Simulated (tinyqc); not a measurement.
Worked calculation (part 1 of 2): CIS and TDHF on RHF in the sto-3g basis, for BeH2, spin multiplicity 1. Computed by tinyqc, a small Python program that keeps every step (integrals from PySCF). Settings: charge = 0, multiplicity = 1, basis = sto-3g, method = RHF, energy threshold = 1e-10, iteration cap = 80, orthogonalisation = symmetric, start = atomic densities, DIIS depth = 6, TDHF = 1. Command: `OMP_NUM_THREADS=1 python tinyqc.py 24723 24724 out.jsonl` (the two numbers bound the seeds that draw the settings). One thread of a shared host (Intel(R) Xeon(R) Processor @ 2.60GHz), about 0.08 s of CPU time with the checks. Later iterations appear only in the table of the cycle.

## One-electron integrals

Geometry (angstrom):
```
atom        x         y        z
Be    0.00000   0.00000  0.00000
H     0.00000   1.24200  0.00000
H     0.00000  -1.24200  0.00000
```

Basis sto-3g: exponents (1/bohr^2) and contraction coefficients of normalised primitives:
```
element  l (shell)  exponent  coefficient
Be           s (1)  30.16787      0.15433
Be           s (1)   5.49512      0.53533
Be           s (1)   1.48719      0.44463
Be           s (2)   1.31483     -0.09997
Be           s (2)   0.30554      0.39951
Be           s (2)   0.09937      0.70012
Be           p (3)   1.31483      0.15592
Be           p (3)   0.30554      0.60768
Be           p (3)   0.09937      0.39196
H            s (1)   3.42525      0.15433
H            s (1)   0.62391      0.53533
H            s (1)   0.16886      0.44463
```

Overlap, kinetic and nuclear-attraction integrals over the contracted functions; the nuclear repulsion is the sum of Za Zb / Rab.

nuclear repulsion = 3.6215832 hartree

overlap S, order 1Be 1s, 1Be 2s, 1Be 2px, 1Be 2py, 1Be 2pz, 2H 1s, 3H 1s:
$$\begin{pmatrix}
1.00000 & 0.25952 & 0.00000 & 0.00000 & 0.00000 & 0.08630 & 0.08630 \\
0.25952 & 1.00000 & 0.00000 & 0.00000 & 0.00000 & 0.50005 & 0.50005 \\
0.00000 & 0.00000 & 1.00000 & 0.00000 & 0.00000 & 0.00000 & 0.00000 \\
0.00000 & 0.00000 & 0.00000 & 1.00000 & 0.00000 & 0.55139 & -0.55139 \\
0.00000 & 0.00000 & 0.00000 & 0.00000 & 1.00000 & 0.00000 & 0.00000 \\
0.08630 & 0.50005 & 0.00000 & 0.55139 & 0.00000 & 1.00000 & 0.05102 \\
0.08630 & 0.50005 & 0.00000 & -0.55139 & 0.00000 & 0.05102 & 1.00000
\end{pmatrix}$$

kinetic energy T (hartree), order 1Be 1s, 1Be 2s, 1Be 2px, 1Be 2py, 1Be 2pz, 2H 1s, 3H 1s:
$$\begin{pmatrix}
6.69397 & -0.03301 & 0.00000 & 0.00000 & 0.00000 & -0.01644 & -0.01644 \\
-0.03301 & 0.21111 & 0.00000 & 0.00000 & 0.00000 & 0.08519 & 0.08519 \\
0.00000 & 0.00000 & 0.66059 & 0.00000 & 0.00000 & 0.00000 & 0.00000 \\
0.00000 & 0.00000 & 0.00000 & 0.66059 & 0.00000 & 0.22784 & -0.22784 \\
0.00000 & 0.00000 & 0.00000 & 0.00000 & 0.66059 & 0.00000 & 0.00000 \\
-0.01644 & 0.08519 & 0.00000 & 0.22784 & 0.00000 & 0.76003 & -0.01076 \\
-0.01644 & 0.08519 & 0.00000 & -0.22784 & 0.00000 & -0.01076 & 0.76003
\end{pmatrix}$$

nuclear attraction V (hartree), order 1Be 1s, 1Be 2s, 1Be 2px, 1Be 2py, 1Be 2pz, 2H 1s, 3H 1s:
$$\begin{pmatrix}
-15.41323 & -2.12039 & 0.00000 & 0.00000 & 0.00000 & -0.70785 & -0.70785 \\
-2.12039 & -3.09289 & 0.00000 & 0.00000 & 0.00000 & -1.54223 & -1.54223 \\
0.00000 & 0.00000 & -2.98932 & 0.00000 & 0.00000 & 0.00000 & 0.00000 \\
0.00000 & 0.00000 & 0.00000 & -3.24467 & 0.00000 & -1.66600 & 1.66600 \\
0.00000 & 0.00000 & 0.00000 & 0.00000 & -2.98932 & 0.00000 & 0.00000 \\
-0.70785 & -1.54223 & 0.00000 & -1.66600 & 0.00000 & -3.12383 & -0.18281 \\
-0.70785 & -1.54223 & 0.00000 & 1.66600 & 0.00000 & -0.18281 & -3.12383
\end{pmatrix}$$

core Hamiltonian H = T + V (hartree), order 1Be 1s, 1Be 2s, 1Be 2px, 1Be 2py, 1Be 2pz, 2H 1s, 3H 1s:
$$\begin{pmatrix}
-8.71925 & -2.15340 & 0.00000 & 0.00000 & 0.00000 & -0.72429 & -0.72429 \\
-2.15340 & -2.88178 & 0.00000 & 0.00000 & 0.00000 & -1.45704 & -1.45704 \\
0.00000 & 0.00000 & -2.32873 & 0.00000 & 0.00000 & 0.00000 & 0.00000 \\
0.00000 & 0.00000 & 0.00000 & -2.58408 & 0.00000 & -1.43817 & 1.43817 \\
0.00000 & 0.00000 & 0.00000 & 0.00000 & -2.32873 & 0.00000 & 0.00000 \\
-0.72429 & -1.45704 & 0.00000 & -1.43817 & 0.00000 & -2.36380 & -0.19356 \\
-0.72429 & -1.45704 & 0.00000 & 1.43817 & 0.00000 & -0.19356 & -2.36380
\end{pmatrix}$$

## Two-electron integrals

Functions are numbered as in S; the eight-fold symmetry (ij|kl) = (ji|kl) = (kl|ij) leaves the list below.

Two-electron integrals (ij|kl) in chemists' order, unique and non-zero (hartree):
```
(11|11) 2.29883    (21|11) 0.39204    (21|21) 0.07954    (22|11) 0.57099
(22|21) 0.14304    (22|22) 0.41768    (31|31) 0.01461    (32|31) 0.02189
(32|32) 0.09226    (33|11) 0.56958    (33|21) 0.14308    (33|22) 0.41759
(33|33) 0.44986    (41|41) 0.01461    (42|41) 0.02189    (42|42) 0.09226
(43|43) 0.02425    (44|11) 0.56958    (44|21) 0.14308    (44|22) 0.41759
(44|33) 0.40136    (44|44) 0.44986    (51|51) 0.01461    (52|51) 0.02189
(52|52) 0.09226    (53|53) 0.02425    (54|54) 0.02425    (55|11) 0.56958
(55|21) 0.14308    (55|22) 0.41759    (55|33) 0.40136    (55|44) 0.40136
(55|55) 0.44986    (61|11) 0.12962    (61|21) 0.02625    (61|22) 0.04742
(61|33) 0.04707    (61|41) 0.00239    (61|42) 0.00440    (61|44) 0.04815
(61|55) 0.04707    (61|61) 0.00910    (62|11) 0.25654    (62|21) 0.06490
(62|22) 0.19981    (62|33) 0.19294    (62|41) 0.00855    (62|42) 0.04777
(62|44) 0.21337    (62|55) 0.19294    (62|61) 0.02358    (62|62) 0.13166
(63|31) 0.00664    (63|32) 0.02921    (63|43) 0.00877    (63|63) 0.01383
(64|11) 0.25611    (64|21) 0.06569    (64|22) 0.21233    (64|33) 0.19988
(64|41) 0.01415    (64|42) 0.07528    (64|44) 0.23702    (64|55) 0.19988
(64|61) 0.02523    (64|62) 0.16059    (64|64) 0.20510    (65|51) 0.00664
(65|52) 0.02921    (65|54) 0.00877    (65|65) 0.01383    (66|11) 0.42014
(66|21) 0.10831    (66|22) 0.36805    (66|33) 0.34164    (66|41) 0.01859
(66|42) 0.12665    (66|44) 0.42052    (66|55) 0.34164    (66|61) 0.04086
(66|62) 0.29541    (66|64) 0.38580    (66|66) 0.77461    (71|11) 0.12962
(71|21) 0.02625    (71|22) 0.04742    (71|33) 0.04707    (71|41) -0.00239
(71|42) -0.00440   (71|44) 0.04815    (71|55) 0.04707    (71|61) 0.00828
(71|62) 0.01991    (71|64) 0.01920    (71|66) 0.03250    (71|71) 0.00910
(72|11) 0.25654    (72|21) 0.06490    (72|22) 0.19981    (72|33) 0.19294
(72|41) -0.00855   (72|42) -0.04777   (72|44) 0.21337    (72|55) 0.19294
(72|61) 0.01991    (72|62) 0.07531    (72|64) 0.07123    (72|66) 0.12716
(72|71) 0.02358    (72|72) 0.13166    (73|31) 0.00664    (73|32) 0.02921
(73|43) -0.00877   (73|63) 0.00664    (73|73) 0.01383    (74|11) -0.25611
(74|21) -0.06569   (74|22) -0.21233   (74|33) -0.19988   (74|41) 0.01415
(74|42) 0.07528    (74|44) -0.23702   (74|55) -0.19988   (74|61) -0.01920
(74|62) -0.07123   (74|64) -0.06289   (74|66) -0.11630   (74|71) -0.02523
(74|72) -0.16059   (74|74) 0.20510    (75|51) 0.00664    (75|52) 0.02921
(75|54) -0.00877   (75|65) 0.00664    (75|75) 0.01383    (76|11) 0.03305
(76|21) 0.00815    (76|22) 0.02266    (76|33) 0.02228    (76|44) 0.02341
(76|55) 0.02228    (76|61) 0.00271    (76|62) 0.01112    (76|64) 0.01202
(76|66) 0.02106    (76|71) 0.00271    (76|72) 0.01112    (76|74) -0.01202
(76|76) 0.00126    (77|11) 0.42014    (77|21) 0.10831    (77|22) 0.36805
(77|33) 0.34164    (77|41) -0.01859   (77|42) -0.12665   (77|44) 0.42052
(77|55) 0.34164    (77|61) 0.03250    (77|62) 0.12716    (77|64) 0.11630
(77|66) 0.21293    (77|71) 0.04086    (77|72) 0.29541    (77|74) -0.38580
(77|76) 0.02106    (77|77) 0.77461
```

## Orthogonalisation

S = U s U^T; symmetric (Loewdin) form X = U s^(-1/2) U^T, so that X^T S X = 1.

eigenvalues of S: [0.19429, 0.30180, 0.92787, 1.00000, 1.00000, 1.75469, 1.82135]

X, order 1Be 1s, 1Be 2s, 1Be 2px, 1Be 2py, 1Be 2pz, 2H 1s, 3H 1s:
$$\begin{pmatrix}
1.02803 & -0.15154 & 0.00000 & 0.00000 & 0.00000 & 0.01323 & 0.01323 \\
-0.15154 & 1.32074 & 0.00000 & 0.00000 & 0.00000 & -0.36342 & -0.36342 \\
0.00000 & 0.00000 & 1.00000 & 0.00000 & 0.00000 & 0.00000 & 0.00000 \\
0.00000 & 0.00000 & 0.00000 & 1.48706 & 0.00000 & -0.53492 & 0.53492 \\
0.00000 & 0.00000 & 0.00000 & 0.00000 & 1.00000 & 0.00000 & 0.00000 \\
0.01323 & -0.36342 & 0.00000 & -0.53492 & 0.00000 & 1.39360 & -0.14297 \\
0.01323 & -0.36342 & 0.00000 & 0.53492 & 0.00000 & -0.14297 & 1.39360
\end{pmatrix}$$

## Starting guess

The start is atomic minimal-basis densities projected into this basis (PySCF's MINAO start) and scaled to the electron count of each spin; this density is not idempotent, so its energy is not variational and may lie below the converged one.

D at the start, order 1Be 1s, 1Be 2s, 1Be 2px, 1Be 2py, 1Be 2pz, 2H 1s, 3H 1s:
$$\begin{pmatrix}
2.15597 & -0.52793 & 0.00000 & 0.00000 & 0.00000 & -0.02108 & -0.02108 \\
-0.52793 & 2.06630 & 0.00000 & 0.00000 & 0.00000 & 0.12485 & 0.12485 \\
0.00000 & 0.00000 & 0.00000 & 0.00000 & 0.00000 & 0.00000 & 0.00000 \\
0.00000 & 0.00000 & 0.00000 & 0.00449 & 0.00000 & 0.04355 & -0.04355 \\
0.00000 & 0.00000 & 0.00000 & 0.00000 & 0.00000 & 0.00000 & 0.00000 \\
-0.02108 & 0.12485 & 0.00000 & 0.04355 & 0.00000 & 0.85391 & 0.00922 \\
-0.02108 & 0.12485 & 0.00000 & -0.04355 & 0.00000 & 0.00922 & 0.85391
\end{pmatrix}$$

## Iteration 1: building the Fock matrix

J_ij = sum D_kl (ij|kl), K_ij = sum D_kl (ik|jl); F = H + J - 0.5 K; E = tr D H + tr D J / 2 - 0.25 tr D K + E_nn.

Coulomb J (hartree), order 1Be 1s, 1Be 2s, 1Be 2px, 1Be 2py, 1Be 2pz, 2H 1s, 3H 1s:
$$\begin{pmatrix}
6.60459 & 1.28421 & 0.00000 & 0.00000 & 0.00000 & 0.42664 & 0.42664 \\
1.28421 & 2.70668 & 0.00000 & 0.00000 & 0.00000 & 1.32946 & 1.32946 \\
0.00000 & 0.00000 & 2.65265 & 0.00000 & 0.00000 & 0.00000 & 0.00000 \\
0.00000 & 0.00000 & 0.00000 & 2.80419 & 0.00000 & 1.43093 & -1.43093 \\
0.00000 & 0.00000 & 0.00000 & 0.00000 & 2.65265 & 0.00000 & 0.00000 \\
0.42664 & 1.32946 & 0.00000 & 1.43093 & 0.00000 & 2.54364 & 0.15298 \\
0.42664 & 1.32946 & 0.00000 & -1.43093 & 0.00000 & 0.15298 & 2.54364
\end{pmatrix}$$

exchange K (hartree), order 1Be 1s, 1Be 2s, 1Be 2px, 1Be 2py, 1Be 2pz, 2H 1s, 3H 1s:
$$\begin{pmatrix}
4.72498 & 0.85533 & 0.00000 & 0.00000 & 0.00000 & 0.31299 & 0.31299 \\
0.85533 & 1.21280 & 0.00000 & 0.00000 & 0.00000 & 0.75417 & 0.75417 \\
0.00000 & 0.00000 & 0.23844 & 0.00000 & 0.00000 & 0.00000 & 0.00000 \\
0.00000 & 0.00000 & 0.00000 & 0.62785 & 0.00000 & 0.47172 & -0.47172 \\
0.00000 & 0.00000 & 0.00000 & 0.00000 & 0.23844 & 0.00000 & 0.00000 \\
0.31299 & 0.75417 & 0.00000 & 0.47172 & 0.00000 & 1.03787 & 0.21406 \\
0.31299 & 0.75417 & 0.00000 & -0.47172 & 0.00000 & 0.21406 & 1.03787
\end{pmatrix}$$

Fock matrix F (hartree), order 1Be 1s, 1Be 2s, 1Be 2px, 1Be 2py, 1Be 2pz, 2H 1s, 3H 1s:
$$\begin{pmatrix}
-4.47715 & -1.29686 & 0.00000 & 0.00000 & 0.00000 & -0.45414 & -0.45414 \\
-1.29686 & -0.78150 & 0.00000 & 0.00000 & 0.00000 & -0.50466 & -0.50466 \\
0.00000 & 0.00000 & 0.20470 & 0.00000 & 0.00000 & 0.00000 & 0.00000 \\
0.00000 & 0.00000 & 0.00000 & -0.09382 & 0.00000 & -0.24310 & 0.24310 \\
0.00000 & 0.00000 & 0.00000 & 0.00000 & 0.20470 & 0.00000 & 0.00000 \\
-0.45414 & -0.50466 & 0.00000 & -0.24310 & 0.00000 & -0.33909 & -0.14760 \\
-0.45414 & -0.50466 & 0.00000 & 0.24310 & 0.00000 & -0.14760 & -0.33909
\end{pmatrix}$$

total energy of this density = -15.4709018 hartree

This density is the starting one; it is not idempotent, so its energy is not variational and may lie below the converged one.

## Iteration 1: diagonalisation and new density

Diagonalise F' = X^T F X, C = X C', fill 3 alpha and 3 beta electrons from the bottom; D = 2 C_occ C_occ^T. Each column has its largest component positive (the first on a tie).

F' = X^T F X (hartree):
$$\begin{pmatrix}
-4.36635 & -0.66407 & 0.00000 & 0.00000 & 0.00000 & -0.10842 & -0.10842 \\
-0.66407 & -0.20657 & 0.00000 & 0.00000 & 0.00000 & -0.36524 & -0.36524 \\
0.00000 & 0.00000 & 0.20470 & 0.00000 & 0.00000 & 0.00000 & 0.00000 \\
0.00000 & 0.00000 & 0.00000 & 0.45645 & 0.00000 & -0.46257 & 0.46257 \\
0.00000 & 0.00000 & 0.00000 & 0.00000 & 0.20470 & 0.00000 & 0.00000 \\
-0.10842 & -0.36524 & 0.00000 & -0.46257 & 0.00000 & 0.11829 & -0.17515 \\
-0.10842 & -0.36524 & 0.00000 & 0.46257 & 0.00000 & -0.17515 & 0.11829
\end{pmatrix}$$

orbital energies (hartree): MO1 -4.48200, MO2 -0.56087, MO3 -0.28429, MO4 0.20470, MO5 0.20470, MO6 0.41308, MO7 1.03418

coefficients C, order 1Be 1s, 1Be 2s, 1Be 2px, 1Be 2py, 1Be 2pz, 2H 1s, 3H 1s:
$$\begin{pmatrix}
0.99024 & -0.25150 & 0.00000 & 0.00000 & 0.00000 & -0.19062 & 0.00000 \\
0.03413 & 0.61294 & 0.00000 & 0.00000 & 0.00000 & 1.28632 & 0.00000 \\
0.00000 & 0.00000 & 0.00000 & 0.00000 & 1.00000 & 0.00000 & 0.00000 \\
0.00000 & 0.00000 & 0.41735 & 0.00000 & 0.00000 & 0.00000 & 1.61538 \\
0.00000 & 0.00000 & 0.00000 & 1.00000 & 0.00000 & 0.00000 & 0.00000 \\
0.00175 & 0.34417 & 0.46030 & 0.00000 & 0.00000 & -0.89210 & -1.12017 \\
0.00175 & 0.34417 & -0.46030 & 0.00000 & 0.00000 & -0.89210 & 1.12017
\end{pmatrix}$$

D after iteration 1, order 1Be 1s, 1Be 2s, 1Be 2px, 1Be 2py, 1Be 2pz, 2H 1s, 3H 1s:
$$\begin{pmatrix}
2.08764 & -0.24071 & 0.00000 & 0.00000 & 0.00000 & -0.16965 & -0.16965 \\
-0.24071 & 0.75371 & 0.00000 & 0.00000 & 0.00000 & 0.42203 & 0.42203 \\
0.00000 & 0.00000 & 0.00000 & 0.00000 & 0.00000 & 0.00000 & 0.00000 \\
0.00000 & 0.00000 & 0.00000 & 0.34836 & 0.00000 & 0.38421 & -0.38421 \\
0.00000 & 0.00000 & 0.00000 & 0.00000 & 0.00000 & 0.00000 & 0.00000 \\
-0.16965 & 0.42203 & 0.00000 & 0.38421 & 0.00000 & 0.66066 & -0.18683 \\
-0.16965 & 0.42203 & 0.00000 & -0.38421 & 0.00000 & -0.18683 & 0.66066
\end{pmatrix}$$

Within a degenerate level the vectors are fixed only up to a rotation; this is one choice.

## Iteration 6 (converged): orbitals

converged F (hartree), order 1Be 1s, 1Be 2s, 1Be 2px, 1Be 2py, 1Be 2pz, 2H 1s, 3H 1s:
$$\begin{pmatrix}
-4.51355 & -1.28828 & 0.00000 & 0.00000 & 0.00000 & -0.43945 & -0.43945 \\
-1.28828 & -0.65219 & 0.00000 & 0.00000 & 0.00000 & -0.45742 & -0.45742 \\
0.00000 & 0.00000 & 0.20914 & 0.00000 & 0.00000 & 0.00000 & 0.00000 \\
0.00000 & 0.00000 & 0.00000 & -0.27823 & 0.00000 & -0.34607 & 0.34607 \\
0.00000 & 0.00000 & 0.00000 & 0.00000 & 0.20914 & 0.00000 & 0.00000 \\
-0.43945 & -0.45742 & 0.00000 & -0.34607 & 0.00000 & -0.35921 & -0.07396 \\
-0.43945 & -0.45742 & 0.00000 & 0.34607 & 0.00000 & -0.07396 & -0.35921
\end{pmatrix}$$

As before.

F' = X^T F X (hartree):
$$\begin{pmatrix}
-4.40408 & -0.67714 & 0.00000 & 0.00000 & 0.00000 & -0.09465 & -0.09465 \\
-0.67714 & -0.05863 & 0.00000 & 0.00000 & 0.00000 & -0.36334 & -0.36334 \\
0.00000 & 0.00000 & 0.20914 & 0.00000 & 0.00000 & 0.00000 & 0.00000 \\
0.00000 & 0.00000 & 0.00000 & 0.32263 & 0.00000 & -0.53303 & 0.53303 \\
0.00000 & 0.00000 & 0.00000 & 0.00000 & 0.20914 & 0.00000 & 0.00000 \\
-0.09465 & -0.36334 & 0.00000 & -0.53303 & 0.00000 & 0.14050 & -0.16459 \\
-0.09465 & -0.36334 & 0.00000 & 0.53303 & 0.00000 & -0.16459 & 0.14050
\end{pmatrix}$$

orbital energies (hartree): MO1 -4.51705, MO2 -0.47308, MO3 -0.44001, MO4 0.20914, MO5 0.20914, MO6 0.50333, MO7 1.06773

coefficients C, order 1Be 1s, 1Be 2s, 1Be 2px, 1Be 2py, 1Be 2pz, 2H 1s, 3H 1s:
$$\begin{pmatrix}
0.99175 & -0.23267 & 0.00000 & 0.00000 & 0.00000 & -0.20606 & 0.00000 \\
0.03134 & 0.53506 & 0.00000 & 0.00000 & 0.00000 & 1.32068 & 0.00000 \\
0.00000 & 0.00000 & 0.00000 & 0.15135 & 0.98848 & 0.00000 & 0.00000 \\
0.00000 & 0.00000 & 0.50735 & 0.00000 & 0.00000 & 0.00000 & 1.58941 \\
0.00000 & 0.00000 & 0.00000 & 0.98848 & -0.15135 & 0.00000 & 0.00000 \\
-0.00168 & 0.39696 & 0.39670 & 0.00000 & 0.00000 & -0.86989 & -1.14424 \\
-0.00168 & 0.39696 & -0.39670 & 0.00000 & 0.00000 & -0.86989 & 1.14424
\end{pmatrix}$$

D after iteration 6, order 1Be 1s, 1Be 2s, 1Be 2px, 1Be 2py, 1Be 2pz, 2H 1s, 3H 1s:
$$\begin{pmatrix}
2.07539 & -0.18682 & 0.00000 & 0.00000 & 0.00000 & -0.18805 & -0.18805 \\
-0.18682 & 0.57454 & 0.00000 & 0.00000 & 0.00000 & 0.42469 & 0.42469 \\
0.00000 & 0.00000 & 0.00000 & 0.00000 & 0.00000 & 0.00000 & 0.00000 \\
0.00000 & 0.00000 & 0.00000 & 0.51481 & 0.00000 & 0.40254 & -0.40254 \\
0.00000 & 0.00000 & 0.00000 & 0.00000 & 0.00000 & 0.00000 & 0.00000 \\
-0.18805 & 0.42469 & 0.00000 & 0.40254 & 0.00000 & 0.62991 & 0.00042 \\
-0.18805 & 0.42469 & 0.00000 & -0.40254 & 0.00000 & 0.00042 & 0.62991
\end{pmatrix}$$

Within a degenerate level the vectors are fixed only up to a rotation; this is one choice.

## Convergence

Stop when the energy changes by less than 1e-10 hartree and every element of the error matrix X^T (F D S - S D F) X is below 3e-06.

Course of the cycle:
```
iteration  E (hartree)     change  largest element of the error matrix
1          -15.4709018          -                             4.67e-01
2          -15.5464807  -7.56e-02                             9.51e-02
3          -15.5588147  -1.23e-02                             1.46e-02
4          -15.5592376  -4.23e-04                             4.54e-04
5          -15.5592379  -2.68e-07                             5.64e-06
6          -15.5592379  -4.55e-11                             8.36e-07
```

PySCF RHF in the same basis = -15.5592379 hartree

Converged in 6 iterations.

## Populations, bond orders and dipole

Mulliken: Z minus the diagonal of D S on the atom; Loewdin: the same with S^(1/2) D S^(1/2); Mayer order: 2 sum_s sum (D(s) S)_ij (D(s) S)_ji over the two atoms.

Charges (e):
```
atom  Mulliken   Loewdin
1Be    0.09604   0.07354
2H    -0.04802  -0.03677
3H    -0.04802  -0.03677
```

Mayer bond orders:
```
pair     order
2-1    0.99765
3-1    0.99765
3-2   4.54e-05
```

dipole moment about the origin, x y z (debye): [0.00000, 0.00000, 0.00000]

## Integrals over molecular orbitals

(pq|rs) = sum C_ip C_jq C_kr C_ls (ij|kl), one index at a time.

one-electron integrals over orbitals h = C^T H C (hartree):
$$\begin{pmatrix}
-8.70748 & 0.23557 & 0.00000 & 0.00000 & 0.00000 & 0.18369 & 0.00000 \\
0.23557 & -2.53715 & 0.00000 & 0.00000 & 0.00000 & -0.13521 & 0.00000 \\
0.00000 & 0.00000 & -2.50606 & 0.00000 & 0.00000 & 0.00000 & -0.25734 \\
0.00000 & 0.00000 & 0.00000 & -2.32873 & 0.00000 & 0.00000 & 0.00000 \\
0.00000 & 0.00000 & 0.00000 & 0.00000 & -2.32873 & 0.00000 & 0.00000 \\
0.18369 & -0.13521 & 0.00000 & 0.00000 & 0.00000 & -1.91857 & 0.00000 \\
0.00000 & 0.00000 & -0.25734 & 0.00000 & 0.00000 & 0.00000 & -1.74868
\end{pmatrix}$$

Two-electron integrals over orbitals (pq|rs), unique and non-zero (hartree):
```
(11|11) 2.27141    (21|11) -0.20627   (21|21) 0.02870    (22|11) 0.50272
(22|21) -0.00738   (22|22) 0.40879    (31|31) 0.00659    (32|31) 0.01581
(32|32) 0.16604    (33|11) 0.47443    (33|21) -0.00305   (33|22) 0.42229
(33|33) 0.44523    (41|41) 0.01577    (42|41) 0.01551    (42|42) 0.05058
(43|43) 0.01557    (44|11) 0.56917    (44|21) -0.00848   (44|22) 0.37598
(44|33) 0.36474    (44|44) 0.44986    (51|51) 0.01577    (52|51) 0.01551
(52|52) 0.05058    (53|53) 0.01557    (54|54) 0.02425    (55|11) 0.56917
(55|21) -0.00848   (55|22) 0.37598    (55|33) 0.36474    (55|44) 0.40136
(55|55) 0.44986    (61|11) -0.17091   (61|21) 0.02448    (61|22) -0.00715
(61|33) -0.00466   (61|44) -0.00413   (61|55) -0.00413   (61|61) 0.02122
(62|11) 0.09809    (62|21) -0.00690   (62|22) -0.02945   (62|33) -0.05181
(62|44) 0.04537    (62|55) 0.04537    (62|61) -0.00303   (62|62) 0.07582
(63|31) -0.00395   (63|32) -0.09658   (63|63) 0.08311    (64|41) 0.01625
(64|42) 0.04766    (64|64) 0.05113    (65|51) 0.01625    (65|52) 0.04766
(65|65) 0.05113    (66|11) 0.47968    (66|21) -0.00629   (66|22) 0.40520
(66|33) 0.41614    (66|44) 0.37254    (66|55) 0.37254    (66|61) -0.00557
(66|62) -0.03902   (66|66) 0.41862    (71|31) 0.01199    (71|32) 0.02141
(71|63) -0.00325   (71|71) 0.02246    (72|31) 0.00283    (72|32) -0.04682
(72|63) 0.06109    (72|71) 0.00665    (72|72) 0.05651    (73|11) 0.13319
(73|21) -0.00565   (73|22) -0.00971   (73|33) -0.02446   (73|44) 0.05371
(73|55) 0.05371    (73|61) -0.00292   (73|62) 0.07092    (73|66) -0.03041
(73|73) 0.08055    (74|43) 0.01391    (74|74) 0.01626    (75|53) 0.01391
(75|75) 0.01626    (76|31) 0.01204    (76|32) 0.14380    (76|63) -0.09764
(76|71) 0.01614    (76|72) -0.05945   (76|76) 0.14256    (77|11) 0.58885
(77|21) -0.00970   (77|22) 0.43983    (77|33) 0.45929    (77|44) 0.39614
(77|55) 0.39614    (77|61) -0.00918   (77|62) -0.04542   (77|66) 0.44600
(77|73) -0.01930   (77|77) 0.50311
```
